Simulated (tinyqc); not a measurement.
Wannier function of the lower band of a two-orbital chain: one step. Bloch states in the projection gauge. Four cases, with inputs chosen for the exercise.

Question. Diagonalise at each mesh point and fix the phase.

H(k) = [[-d/2 - 2 ta cos k, -t1 - t2 exp(-ik)], [-t1 - t2 exp(ik), d/2 - 2 tb cos k]], k in 1/a, Bloch sums with exp(ikR) and without the positions inside the cell. Mesh k_j = 2 pi j/N. Projection gauge: each lower eigenvector u is multiplied by the phase that makes <trial|u> real and positive (the one-band case of Loewdin orthogonalisation). Wannier amplitudes w(R) = (1/N) sum_k exp(ikR) u(k); hoppings H(R) = (1/N) sum_k exp(-ikR) E(k).

Case 1.

Values chosen: d = -0.59 eV (A at -d/2, B at +d/2); t1 = 1.59 eV (A-B in the cell); t2 = 1.5 eV (B to A of the next cell); ta = 0.36 eV (A-A between cells); tb = 0.08 eV (B-B between cells); N = 6 (k points); th = 30 degrees (trial orbital cos(th) A + sin(th) B in cell 0).

Case 2.

Values chosen: d = 1.44 eV (A at -d/2, B at +d/2); t1 = 1.19 eV (A-B in the cell); t2 = 1.07 eV (B to A of the next cell); ta = -0.06 eV (A-A between cells); tb = 0.1 eV (B-B between cells); N = 5 (k points); th = 70 degrees (trial orbital cos(th) A + sin(th) B in cell 0).

Case 3.

Values chosen: d = 0.37 eV (A at -d/2, B at +d/2); t1 = 1.62 eV (A-B in the cell); t2 = 0.84 eV (B to A of the next cell); ta = 0.14 eV (A-A between cells); tb = -0.27 eV (B-B between cells); N = 6 (k points); th = 45 degrees (trial orbital cos(th) A + sin(th) B in cell 0).

Case 4.

Values chosen: d = -1.47 eV (A at -d/2, B at +d/2); t1 = 1.75 eV (A-B in the cell); t2 = 1.28 eV (B to A of the next cell); ta = 0.23 eV (A-A between cells); tb = -0.05 eV (B-B between cells); N = 6 (k points); th = 20 degrees (trial orbital cos(th) A + sin(th) B in cell 0).

Give: Mesh.

Answer.

Case 1.

Mesh:
```
j  E lower (eV)  E upper (eV)               u_A               u_B  |<trial|u>|
0       -3.5300        2.6500           0.70539           0.70882       0.9653
1       -2.9009        2.4609  0.67387-0.13036i  0.69132+0.22579i       0.9292
2       -1.3870        1.8270  0.55013-0.24901i  0.67032+0.43130i       0.8116
3       -0.1420        1.0220           0.07755           0.99699       0.5657
4       -1.3870        1.8270  0.55013+0.24901i  0.67032-0.43130i       0.8116
5       -2.9009        2.4609  0.67387+0.13036i  0.69132-0.22579i       0.9292
```

The projection is smallest at j = 3 (0.5657); the gauge is smooth as long as it stays away from zero.

Case 2.

Mesh:
```
j  E lower (eV)  E upper (eV)               u_A               u_B  |<trial|u>|
0       -2.3683        2.2883           0.78756           0.61623       0.8484
1       -1.9611        1.9364  0.75815-0.31185i  0.56131+0.11350i       0.7868
2       -1.0732        1.1379  0.80376-0.48798i  0.29033+0.17761i       0.5477
3       -1.0732        1.1379  0.80376+0.48798i  0.29033-0.17761i       0.5477
4       -1.9611        1.9364  0.75815+0.31185i  0.56131-0.11350i       0.7868
```

The projection is smallest at j = 2 and 3 (0.5477); the gauge is smooth as long as it stays away from zero.

Case 3.

Mesh:
```
j  E lower (eV)  E upper (eV)               u_A               u_B  |<trial|u>|
0       -2.4009        2.6609           0.78584           0.61843       0.9930
1       -2.1357        2.2657  0.75791-0.11907i  0.63025+0.11907i       0.9816
2       -1.4684        1.3384  0.67577-0.19029i  0.68623+0.19029i       0.9631
3       -0.9418        0.6818           0.60118           0.79911       0.9902
4       -1.4684        1.3384  0.67577+0.19029i  0.68623-0.19029i       0.9631
5       -2.1357        2.2657  0.75791+0.11907i  0.63025-0.11907i       0.9816
```

The projection is smallest at j = 2 and 4 (0.9631); the gauge is smooth as long as it stays away from zero.

Case 4.

Mesh:
```
j  E lower (eV)  E upper (eV)               u_A               u_B  |<trial|u>|
0       -3.2440        2.8840           0.65250           0.75779       0.8723
1       -2.7909        2.6109  0.61872-0.08389i  0.74634+0.23048i       0.8367
2       -1.7063        1.8863  0.48444-0.14749i  0.76116+0.40521i       0.7156
3       -0.9385        1.2985           0.21513           0.97658       0.5362
4       -1.7063        1.8863  0.48444+0.14749i  0.76116-0.40521i       0.7156
5       -2.7909        2.6109  0.61872+0.08389i  0.74634-0.23048i       0.8367
```

The projection is smallest at j = 3 (0.5362); the gauge is smooth as long as it stays away from zero.

Computed by tinyqc, one run a case: `OMP_NUM_THREADS=1 python tinyqc.py N N+1 out.jsonl` with N = 1480043, 1480241, 1480484, 1481086; one thread of a shared Intel(R) Xeon(R) Processor @ 2.30GHz, about 0.3 s a run at most.
